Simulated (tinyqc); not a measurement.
What each parameter does: four-band model of biased bilayer graphene near K.

Basis A1, B1, A2, B2, with B1 below A2; p = kx + i ky, v_j = (sqrt3/2) a g_j. Diagonal -U/2, -U/2, U/2, U/2; <A1|B1> = <A2|B2> = v0 p*, <B1|A2> = g1, <A1|B2> = v3 p, <A1|A2> = <B1|B2> = -v4 p*.

Parameters, chosen for this exercise (near those used for Bernal bilayer graphene; not measured data): a = 2.46 angstrom (lattice constant); g0 = 3.09 eV (hopping in a layer); g1 = 0.329 eV (hopping of the dimer sites); g3 = 0.31 eV (skew hopping A1-B2); g4 = 0.14 eV (skew hopping A1-A2); U = 0.08 eV (potential difference of the layers); k = (0.004, 0.011) 1/angstrom (wave vector from K).

The four levels at k.

One parameter was then changed.

Results before and after:
```
case     band 1 (eV)  band 2 (eV)  band 3 (eV)  band 4 (eV)
base         -0.3501      -0.0416       0.0445       0.3472
changed      -0.3545      -0.0615       0.0643       0.3517
```

Which of these changes was made? (a) U = 0.13 eV; (b) g1 = 0.3619 eV; (c) g4 = 0.19 eV; (d) g0 = 3.244 eV; (e) g3 = 0.41 eV.

Answer: (a) U = 0.13 eV. Of the candidates, run in turn, only this one gives the changed row.

All candidates:
```
case            band 1 (eV)  band 2 (eV)  band 3 (eV)  band 4 (eV)
base                -0.3501      -0.0416       0.0445       0.3472
g0 = 3.244 eV       -0.3518      -0.0421       0.0451       0.3488
g1 = 0.3619 eV      -0.3812      -0.0415       0.0442       0.3785
g3 = 0.41 eV        -0.3500      -0.0428       0.0457       0.3471
g4 = 0.19 eV        -0.3506      -0.0411       0.0450       0.3467
U = 0.13 eV         -0.3545      -0.0615       0.0643       0.3517
```

Only g4 breaks the mirror symmetry between the upper and lower bands.

Program tinyqc; command `OMP_NUM_THREADS=1 python tinyqc.py 1451904 1451905 out.jsonl`; about 0.06 s on one thread of a shared Intel(R) Xeon(R) Processor @ 2.30GHz.
